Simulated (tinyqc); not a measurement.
## Field from the transmission

Problem. The left lead has its band edge at 0; for x > 0 the edge falls without end, U(x) = U0 - F x, with mass m1. No transverse momentum; C = hbar^2/(2 m0); psi and psi'/m are continuous at x = 0. The outgoing solution is Bi(z) + i Ai(z). Energy scale e = (C F^2/m1)^(1/3), z(x) = (U(x) - E)/e, s = (dz/dx)/m1 = -F/(e m1); v = k/m in a lead. With the Airy functions at z = z(0): g = s (Bi' + i Ai')/(Bi + i Ai), r = (i vL - g)/(i vL + g), T(E) = 1 - |r|^2 = 4 vL Im(g)/|i vL + g|^2, vL = sqrt(mL E/C)/mL. Find F, known to lie between 1.3 and 21 V/nm, and z(0).

Values chosen for this exercise:
- mL = 0.26 m0 (mass in the left lead)
- U0 = 3.04 eV (barrier edge at x = 0)
- m1 = 0.51 m0 (mass in the barrier)
- E = 0.07 eV (electron energy)

Constants: q = 1.602176634e-19 C, hbar = 1.054571817e-34 J s, m0 = 9.1093837015e-31 kg, hbar^2/(2 m0) = 0.0380998212 eV nm^2. Results are converted to the units shown.

T(E) = 0.0074473954

Answer. Over that range T(E) rises steadily with F, so there is one root, found by bisection.

F = 5.20 V/nm
z(0) = 2.35

Numbers from tinyqc (`OMP_NUM_THREADS=1 python tinyqc.py 2580121 2580122 out.jsonl`; about 0.01 s on one thread of a shared Intel Xeon 2.30GHz).
